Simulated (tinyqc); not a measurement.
Worked calculation: polytypes by hexagonality, and a cubic inclusion as a quantum well. Values are carried at full precision from step to step, so a last printed digit may differ when a step is redone from the rounded ones.

A layer is h if its two neighbours in the periodic sequence sit on the same site, k otherwise; the hexagonality h is the share of h layers.

Constants: hbar^2/2m0 = 3.80998211 eV angstrom^2.

Inputs chosen for the exercise (of the order of those of GaAs; the results hold for these values, not for the real material):
```
symbol  value           unit      meaning
E3      1.518           eV        gap of the cubic polytype
E2      1.519           eV        gap of 2H
Ev2     0.129           eV        valence top of 2H above that of 3C
P2      0.0021          C/m^2     spontaneous polarisation of 2H
m       (0.063, 0.064)  m0        electron mass along c in the cubic layer and in the host
d       3.263           angstrom  thickness of a double layer
eps     12.7                      dielectric constant
N       12                        double layers in the cubic inclusion
```

## Hexagonality

Stacking sequences:
```
polytype         sequence
2H                     AB
8H               ABCABACB
6H                 ABCACB
15R       ABCACBCABACABCB
9R              ABCBCACAB
```

Give the h/k string and h of each.

Hexagonality:
```
polytype       h/k string       h
2H                     hh  1.0000
8H               hkkkhkkk  0.2500
6H                 hkkhkk  0.3333
15R       hkkhkhkkhkhkkhk  0.4000
9R              hkhhkhhkh  0.6667
```

## Gaps and band edges

Gap: E3 + (E2 - E3) h. Valence top Ev2 h and polarisation P2 h, both counted from 3C; Ec = Ev + gap.

Evaluate for each polytype.

Results:
```
polytype  gap (eV)  Ev (eV)  Ec (eV)  P (C/m^2)
2H          1.5190   0.1290   1.6480    0.00210
8H          1.5183   0.0323   1.5505    0.00052
6H          1.5183   0.0430   1.5613    0.00070
15R         1.5184   0.0516   1.5700    0.00084
9R          1.5187   0.0860   1.6047    0.00140
```

The widest gap is that of 2H, the narrowest that of 8H. Ev and Ec both rise with h, so 3C collects electrons and the more hexagonal side holes: a staggered line-up.

## The bound level without the field

A cubic inclusion of width L = N d in the host (h = 1) is a well of depth V = Ec(host) - Ec(3C). Square well with mass mismatch: k tan(k L/2) = (m_w/m_b) q, k = sqrt(m_w E/c), q = sqrt(m_b (V - E)/c), c = hbar^2/2m0, lowest root. The depth of the level, V - E, is its binding, and the transition to the valence top of the host is gap(host) - (V - E). The step in polarisation gives a field |F| = |P|/(eps eps0) in a thin inclusion, eps0 = 8.8541878e-12 F/m.

Give V, L, the level E, its depth below the host conduction edge and the transition to the valence top of the host, gap(host) - (V - E).

V = 0.1300 eV
L = 39.156 angstrom
E above the bottom = 0.0762 eV
depth below the host edge = 0.0538 eV
transition = 1.4652 eV

The level keeps 41 % of the well depth. The transition lies below the gap of 3C itself (1.518 eV), which only a staggered line-up allows.

## The polarisation field

Give |F|, the drop |F| L, the bound charge |P|/e per cm^2 (e = 1.602176634e-19 C), and, as a first estimate, the shift -|F| L/2 of the transition for an electron centred in the layer and a hole in the host on the high side.

|F| = 0.187 MV/cm
drop = 73.1 meV
bound charge = 1.31e+12 cm^-2
estimated shift = -36.6 meV

The drop is 56 % of the well depth. The host edge on the low side sinks by 37 meV against the centre, less than the 54 meV by which the flat well binds.

## Checks

- Square-well root against finite differences on a grid of 0.5 angstrom (eV): both 0.076.

(tinyqc, `OMP_NUM_THREADS=1 python tinyqc.py 1850377 1850378 out.jsonl`, Intel(R) Xeon(R) Processor @ 2.30GHz, 1 thread, shared host, about 0.06 s.)
